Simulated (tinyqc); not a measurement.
Temperatures in a stack of 2 dies with leakage feedback: one step of the calculation.

One-dimensional heat flow to a sink below die 0. The power of each die is released in a plane at its top; from the plane of die j > 0 heat crosses its silicon (ts), a bond layer and the wiring of die j - 1; from die 0 it crosses t0, paste and sink. Copper shares the path through bond and wiring in parallel: k_eff = fm km + (1 - fm) k. Silicon is taken at the temperature of the plane above it. Leakage is P_l exp((T - 350 K)/Tl).

Task. Resistances per area at 300 K. R = thickness/conductivity for each layer.

Values chosen for this exercise; conductivities of the order met in silicon, wiring layers, bonds and pastes: conductivity of silicon at 300 K k0 = 141 W/(m K); thickness of a thinned die ts = 30 um; thickness of the die next to the sink t0 = 775 um; thickness of the wiring layers tb = 12 um; conductivity of the wiring layers kb = 3.5 W/(m K); thickness of a bond layer tg = 30 um; conductivity of the bond dielectric kg = 0.6 W/(m K); area share of copper through bond and wiring fm = 0; conductivity of copper km = 390 W/(m K); paste and lid Rt = 0.17 K cm^2/W; heat sink Rs = 0.64 K cm^2/W.

Wanted: thick die; thinned die; k_eff of the bond; k_eff of the wiring; bond plus wiring; paste plus sink.

Result.

thick die = 0.054965 K cm^2/W
thinned die = 0.0021277 K cm^2/W
k_eff of the bond = 0.60000 W/(m K)
k_eff of the wiring = 3.5000 W/(m K)
bond plus wiring = 0.53429 K cm^2/W
paste plus sink = 0.81000 K cm^2/W

tinyqc, about 0.03 s, one thread, Intel Xeon 2.30GHz (shared host): `OMP_NUM_THREADS=1 python tinyqc.py 2162014 2162015 out.jsonl`
